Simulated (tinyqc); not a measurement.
Comparisons within one model: square lattice in a magnetic field (Harper-Hofstadter model). A value that a table varies takes the place of the one given here.

Landau gauge, lattice period 1: the magnetic cell has q sites j = 0 to q - 1 along x. H_jj = -2 ty cos(ky + 2 pi p j/q), H_(j,j+1) = -tx, and the bond from q - 1 back to 0 is H_(q-1,0) = -tx exp(i q kx). The levels depend on k only through cos(q kx) and cos(q ky), so the band edges lie at (0, 0) and (pi/q, pi/q).

Values chosen for the exercise (a lateral superlattice; the results hold for these values, not for the real material): tx = 1.5 meV (hopping along x); ty = 1.6 meV (hopping along y); Q = 11 (denominator); p = 5 (flux per plaquette p/q, in units of h/e); q = 6.

## Towards Landau levels

Flux 1/Q. Near the bottom of the band the mass gives hbar wc = 4 pi sqrt(tx ty)/Q and E_0 = -2 (tx + ty) + hbar wc/2. For each Q, p = 1 and q = Q.

Lowest band (meV):
```
Q    centre     width      E_0  spacing to band 2  hbar wc
3   -3.6687      1.14  -2.9554             3.6687   6.4892
4   -4.2185     0.336  -3.7665             3.3771   4.8669
5   -4.5492     0.101  -4.2532             2.8020   3.8935
6   -4.7842    0.0302  -4.5777             2.4510   3.2446
8   -5.0998   0.00273  -4.9833             1.9786   2.4335
12  -5.4410  2.31e-05  -5.3888             1.4177   1.6223
20  -5.7322  1.86e-09  -5.7133             0.8987   0.9734
```

How do the results move?

The width falls from 1.14 to 1.9e-09 meV, by a factor 3.25 for each unit of Q at the end, so the band turns into a flat level. Its centre lies -0.713 meV from E_0 at Q = 3 and -0.019 meV at Q = 20; the spacing reaches 92 % of hbar wc, the shortfall coming from the non-parabolic band.

## Slices of the butterfly

Flux P/Q for each P (p = P, q = Q): the lowest edge, the first gap, the widest gap with its r (the lower one of a mirror pair) and t_r from r = Q s + P t, |t| <= Q/2, and the total width of the bands.

Spectra (meV):
```
flux  lowest edge  first gap  t of first gap  widest gap  its r  its t  total width
1/11      -5.3771     1.5261               1      1.5261      1      1       1.3217
2/11      -4.6957     0.0004              -5      2.4162      2      1       1.3554
3/11      -4.2596     0.0598               4      2.5992      3      1       1.3470
4/11      -4.0749     0.1790               3      2.5482      4      1       1.3535
5/11      -4.1174     0.4619              -2      2.1363      5      1       1.3391
```

What can be read from the table?

The widest gap carries t = 1 in every row, and its r equals P: it is the gap above the lowest Landau level, which holds P of the Q bands. The first gap is widest at 1/11 (t = 1) and narrowest at 2/11 (t = -5). The total width lies between 1.322 and 1.355 meV; its limit for large Q is 4 |tx - ty| = 0.4 meV.

## What each parameter does

Bottom and width of band 1, the first gap and the total width of all bands. Each row changes one parameter from the base and keeps the others.

Results:
```
case          bottom (meV)  width (meV)  first gap (meV)  total width (meV)
base               -4.7993       0.0302           2.2960             2.6372
tx = 1.8 meV       -5.2666       0.0343           2.5077             2.9487
ty = 1.2 meV       -4.1908       0.0308           1.9612             2.5013
p = 1              -4.7993       0.0302           2.2960             2.6372
q = 7              -4.2270       0.1753           0.0313             2.0786
```

What does this show?

The largest shifts from the base row, up to three for each result and ties (the steps differ in size, so this ranks the rows, not the parameters). bottom (meV): ty +0.6085, q +0.5722, tx -0.4673; unchanged at the printed digits by p. width (meV): q +0.1451, tx +0.0041, ty +0.0006; unchanged at the printed digits by p. first gap (meV): q -2.2647, ty -0.3348, tx +0.2117; unchanged at the printed digits by p. total width (meV): q -0.5586, tx +0.3115, ty -0.1359; unchanged at the printed digits by p. Flux p/q and 1 - p/q have the same spectrum: reversing the field leaves it alone, and one whole quantum is a gauge change.

Program tinyqc; command `OMP_NUM_THREADS=1 python tinyqc.py 1251463 1251464 out.jsonl`; about 0.02 s on one thread of a shared Intel(R) Xeon(R) Processor @ 2.30GHz.
